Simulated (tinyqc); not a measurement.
Ion implantation: universal nuclear stopping, Lindhard-Scharff electronic stopping and a Gaussian range profile: one step, computed by the program tinyqc.

An ion slows by elastic collisions with screened nuclei and by friction with electrons; channelling is ignored and the target is uniform.

Question. Range and straggle. Reduced energy eps = 32.53 M2 E/(Z1 Z2 (M1 + M2)(Z1^0.23 + Z2^0.23)), E in keV; s_n = ln(1 + 1.1383 eps)/(2 (eps + 0.01321 eps^0.21226 + 0.19593 eps^0.5)) for eps up to 30 and ln(eps)/(2 eps) above; S_n = 8.462 Z1 Z2 M1 s_n/((M1 + M2)(Z1^0.23 + Z2^0.23)) in 1e-15 eV cm^2. S_e = k 3.83 Z1^(7/6) Z2/(Z1^(2/3) + Z2^(2/3))^(3/2) sqrt(E/M1) in 1e-15 eV cm^2, E in keV. Path length R = int_0^E dE'/(N (S_n + S_e)); energy lost to nuclei nu = int_0^E S_n/(S_n + S_e) dE' (both with E' = E y^3 and 64 Gauss-Legendre points in y). Estimates of Lindhard type: R_p = R/(1 + M2/(3 M1)), straggle dR_p = (2/3) R_p sqrt(M1 M2)/(M1 + M2).

Inputs (values chosen for the exercise, modelled on arsenic ions in silicon):
```
quantity,value,unit
ion atomic number Z1,33,-
ion mass M1,75,u
target atomic number Z2,14,-
target mass M2,28.09,u
target density N,49.94,1/nm^3
ion energy E,74,keV
scale factor of electronic stopping k,1.4,-
```

Give: path length R; projected range R_p; straggle dR_p; energy lost to nuclei nu.

Answer.

path length R = 61.28 nm

projected range R_p = 54.48 nm

straggle dR_p = 16.17 nm

energy lost to nuclei nu = 61.90 keV

84 % of the energy goes to nuclei over the whole path.
